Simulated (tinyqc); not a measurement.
The product rho l across metals: free and nearly free electrons in a metal.

Constants: hbar^2/2m0 = 3.80998211 eV angstrom^2; hbar = 6.58211957e-16 eV s.

Free electrons with m = 1; fcc cells hold 4 atoms and bcc cells 2; n = atoms z/a^3, kF = (3 pi^2 n)^(1/3), rho l = hbar kF/(n e^2), e = 1.602176634e-19 C. Inputs are chosen for the exercise.

Results:
```
case     lattice  a (angstrom)  z  rho (micro-ohm cm)  kF (1/angstrom)  EF (eV)  l (nm)  rho l (1e-16 ohm m^2)
near K       bcc         5.290  1                6.83            0.737     2.07    32.8                  22.41
near Ag      fcc         4.102  1                1.54            1.197     5.46    55.1                   8.49
near Na      bcc         4.191  1                5.14            0.930     3.30    27.4                  14.06
near Au      fcc         4.099  1                2.26            1.198     5.47    37.5                   8.47
near Ca      fcc         5.616  2                3.18            1.102     4.62    31.5                  10.02
near Al      fcc         4.062  3                2.84            1.744    11.58    14.1                   4.00
```

rho l falls as n^(-2/3): it is lowest for the case near Al and highest for near K. The lowest bulk rho belongs to near Ag; in very narrow wires, where rho l rules, the order changes. Real Fermi surfaces depart from spheres, most for the polyvalent and noble metals.

(tinyqc, `OMP_NUM_THREADS=1 python tinyqc.py 1682448 1682449 out.jsonl`, Intel(R) Xeon(R) Processor @ 2.30GHz, 1 thread, shared host, about 0.01 s.)
